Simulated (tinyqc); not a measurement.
Growth with time: grain growth, pinning, strength and diffusional creep of a polycrystal or thin film. Computed by tinyqc, a small Python program. Command: `OMP_NUM_THREADS=1 python tinyqc.py 3030493 3030494 out.jsonl grain walk`. One thread of a shared host (Intel(R) Xeon(R) Processor @ 2.30GHz), about 0.01 s of CPU time with the checks.

One mean grain size d describes the structure.

Inputs (values chosen for the exercise, modelled on copper): boundary energy gamma = 0.67 J/m^2; mobility prefactor M0 = 0.00026 m^4/(J s); activation energy of boundary motion Q_m = 1.1 eV; anneal temperature T = 529 K; initial grain size d0 = 170 nm; particle volume fraction f = 0.00029; particle radius r = 12 nm; film thickness h = 230 nm; surface energy gamma_s = 2.1 J/m^2.

Sample: thin film on a substrate.

Constants: k_B = 8.617333262e-05 eV/K.

Method. M = M0 exp(-Q_m/(k_B T)). The driving pressure is 2 gamma/d. Zener pinning pressure 3 f gamma/(2 r) stops growth at d_Z = 4 r/(3 f). Grooves where boundaries meet the surface have the angle theta = arcsin(gamma/(2 gamma_s)) and are taken to stop growth at d_h = h/(2 theta), a few film thicknesses; the limit is 1/d_lim = 1/d_Z + 1/d_h. dd/dt = 2 M gamma (1/d - 1/d_lim) integrates to 2 M gamma t = d_lim (d0 - d) + d_lim^2 ln[(d_lim - d0)/(d_lim - d)]; without pinning d^2 = d0^2 + 4 M gamma t.

limit d_lim = 708.597 nm

mobility M = 8.61556e-15 m^4/(J s)

At T:
```
t (s)  free growth (nm)  pinned growth (nm)  d/d_lim
0.065             174.4              173.31  0.24459
0.22              184.3              180.89  0.25528
0.65              209.5              199.95  0.28217
2.2               282.3              253.46  0.35769
6.5               423.1              347.59  0.49054
22                732.7              506.64  0.71499
65               1236.8              646.95  0.91301
220              2260.2              706.99  0.99774
```

The apparent exponent d ln d/d ln t of the pinned growth is at most about 0.31, below the ideal 1/2, and falls to 0.073 in the last rows: the initial size hides the law early and pinning hides it late.
